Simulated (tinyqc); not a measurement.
MOS structure on a p-type body with a surface-enhanced doping, non-linear Poisson equation by Newton steps: one step of the calculation.

One dimension, insulator interface at x = 0, acceptor density Na + N0 exp(-x/Ls), net doping C = -(acceptor density). psi is counted from the intrinsic level: n = ni exp((psi - Vb)/Vt), p = ni exp(-psi/Vt); deep in the body psi_b = -Vt ln(Na/ni). The gate acts through Cox = eps0 eox/tox and has the potential psi_G = Vg - (phiM - chi - Vt ln(Nc/ni)). Boltzmann statistics, full ionisation, classical densities, no oxide or interface charge.

Problem. Scales and end potentials. ni = sqrt(Nc Nv) exp(-Eg/(2 Vt)), Eg in volts; Cox, psi_G and psi_b as defined.

Parameters, values chosen for the exercise; band and dielectric values close to those of silicon:
```
symbol,value,unit,meaning
T,300,K,temperature
Eg,1.11,eV,band gap
Nc,2.78e19,cm^-3,conduction-band density of states at T
Nv,2.69e19,cm^-3,valence-band density of states at T
chi,4.07,eV,electron affinity
Na,6.7e15,cm^-3,acceptor density deep in the body
eox,3.9,,relative permittivity of the gate insulator (close to silicon dioxide)
tox,9,nm,insulator thickness
phiM,4.08,eV,gate work function
Vg,1.05,V,gate voltage against the body
```

Constants: q = 1.602176634e-19 C, kB = 1.380649e-23 J/K, Vt = kB T/q, eps0 = 8.8541878128e-14 F/cm where lengths are in cm. Results are converted to the units shown.

Find: ni; Cox; psi_G; psi_b.

Solution.

ni = 1.298e10 cm^-3
Cox = 0.3837 uF/cm^2
psi_G = 1.595 V
psi_b = -0.3401 V

Computed by the program tinyqc: `OMP_NUM_THREADS=1 python tinyqc.py 2080029 2080030 out.jsonl`, one thread of a shared Intel Xeon 2.30GHz, about 0.4 s for the whole run.
